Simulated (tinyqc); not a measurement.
# Index and thickness from Psi and Delta

Question. Air (index 1), film, substrate with N2 = n2 - i k2; time factor exp(+i w t). q_j = sqrt(N_j^2 - sin^2 th), root with positive real part. Fresnel coefficients r_s = (q_a - q_b)/(q_a + q_b), r_p = (N_b^2 q_a - N_a^2 q_b)/(N_b^2 q_a + N_a^2 q_b). tan(Psi) exp(i Delta) = R_p/R_s, Delta taken from 0 to 360 degrees. beta = 2 pi d q1/lam, X = exp(-2 i beta), R = (r01 + r12 X)/(1 + r01 r12 X) for p and s. The film is transparent, with 1.15 < n1 < 2.9 and d under half a period. Find n1, d and the period.

Values chosen for this exercise:
```
symbol   value     unit                                  meaning
lam        800       nm                               wavelength
th          75  degrees                       angle of incidence
n2       3.692                            index of the substrate
k2      0.0065           extinction coefficient of the substrate
```

Psi = 13.160321 degrees
Delta = 76.096768 degrees

Solution. Two measured angles fix two unknowns; a search from many starts finds one solution in the range given. Thicker films with d plus a multiple of the period give the same angles.

n1 = 1.449
d = 33.00 nm
period = 370.3 nm

Program tinyqc, `OMP_NUM_THREADS=1 python tinyqc.py 2870195 2870196 out.jsonl`; Intel Xeon 2.30GHz, shared host, one thread, about 0.4 s.
